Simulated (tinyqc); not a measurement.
Metal-interlayer-semiconductor contact, depinning against tunnelling resistance: two steps of the calculation.

Zero bias, n-type semiconductor. Gap states at the semiconductor surface thin out as exp(-be ti), which unpins the barrier; electrons must then cross the interlayer (a rectangular barrier, no voltage drop across it) and the parabolic depleted layer, both by WKB. Energies E are counted from the Fermi level; no image force, parabolic bands.

Parameters, values chosen for the exercise; semiconductor values close to those of In0.53Ga0.47As; interlayer mass of the order of that in hafnium oxide, offset chosen freely:
- T = 300 K (temperature)
- Eg = 0.753 eV (band gap)
- eps_r = 14 (relative permittivity)
- chi = 4.33 eV (electron affinity)
- Nc = 2.1e17 cm^-3 (conduction-band density of states at T)
- mt = 0.0399 m0 (tunnelling mass in the semiconductor)
- mA = 0.0406 m0 (Richardson mass)
- Nd = 1.1e19 cm^-3 (donor density)
- E0 = 0.49 eV (charge-neutrality level above the valence band)
- S0 = 0.15 (pinning factor without interlayer)
- phiM = 4.81 eV (metal work function)
- ti = 0.7 nm (interlayer thickness)
- dE = 1.62 eV (conduction-band offset of the interlayer above the semiconductor)
- mi = 0.19 m0 (tunnelling mass in the interlayer)
- be = 1.7 1/nm (decay constant of gap states through the interlayer)

Constants: q = 1.602176634e-19 C, kB = 1.380649e-23 J/K, eps0 = 8.8541878128e-12 F/m, hbar = 1.054571817e-34 J s, h = 6.62607015e-34 J s, m0 = 9.1093837015e-31 kg, Vt = kB T/q, hbar^2/(2 m0) = 0.0380998212 eV nm^2. Results are converted to the units shown.

Question 1. Pinning, barrier and scales. S = 1/(1 + (1/S0 - 1) exp(-be ti)); phiB = S (phiM - chi) + (1 - S)(Eg - E0); xi = Ec - EF deep inside, from Nd = Nc F(-xi/Vt), F(x) = (2/sqrt(pi)) int_0^infinity sqrt(u) du/(1 + exp(u - x)); band bending U = phiB - xi; E00 = (hbar/2) sqrt(Nd/(eps0 eps_r mt m0)) in volts; A = 4 pi q mA m0 kB^2/h^3.

Wanted: S; phiB; xi; U; E00; A.

Answer 1.

S = 0.3671
phiB = 0.3427 eV
xi = -0.4363 eV
U = 0.7790 eV
E00 = 0.08239 eV
A = 4.879 A/(cm^2 K^2)

Question 2. Exponents and integrand on an energy grid. With U = phiB - xi: for xi < E < phiB, y = (E - xi)/U and G1 = (U/E00) [sqrt(1 - y) - y ln((1 + sqrt(1 - y))/sqrt(y))], G1 = 0 above phiB; G2 = 2 ti sqrt(mi max(phiB + dE - E, 0)/C), C = hbar^2/(2 m0); f = 1/(1 + exp(E/Vt)); integrand exp(-G1 - G2) f.

| point | E (eV) |
|---|---|
| 0 | -0.43 |
| 1 | -0.37786 |
| 2 | -0.32571 |
| 3 | -0.27357 |
| 4 | -0.22143 |
| 5 | -0.16929 |
| 6 | -0.11714 |
| 7 | -0.065 |
| 8 | -0.01286 |
| 9 | 0.03929 |
| 10 | 0.09143 |
| 11 | 0.14357 |
| 12 | 0.19571 |
| 13 | 0.24786 |
| 14 | 0.3 |

phiB = 0.34266459 eV
xi = -0.43629331 eV
E00 = 0.082389749 eV

Find: G1; G2; f; integrand.

Answer 2.

| point | G1 | G2 | f | integrand (1e-4) |
|---|---|---|---|---|
| 0 | 9.179 | 4.836 | 1.000 | 0.008 |
| 1 | 7.697 | 4.783 | 1.000 | 0.038 |
| 2 | 6.568 | 4.729 | 1.000 | 0.124 |
| 3 | 5.606 | 4.675 | 1.000 | 0.343 |
| 4 | 4.760 | 4.620 | 0.9998 | 0.843 |
| 5 | 4.006 | 4.565 | 0.9986 | 1.893 |
| 6 | 3.328 | 4.509 | 0.9893 | 3.909 |
| 7 | 2.717 | 4.452 | 0.9251 | 7.125 |
| 8 | 2.168 | 4.394 | 0.6219 | 8.783 |
| 9 | 1.677 | 4.336 | 0.1795 | 4.392 |
| 10 | 1.242 | 4.277 | 0.02829 | 1.135 |
| 11 | 0.861 | 4.217 | 0.003859 | 0.240 |
| 12 | 0.538 | 4.156 | 5.152e-4 | 0.047 |
| 13 | 0.275 | 4.094 | 6.857e-5 | 0.009 |
| 14 | 0.082 | 4.031 | 9.125e-6 | 0.001 |

tinyqc, about 0.02 s, one thread, Intel Xeon 2.30GHz (shared host): `OMP_NUM_THREADS=1 python tinyqc.py 2270006 2270007 out.jsonl`
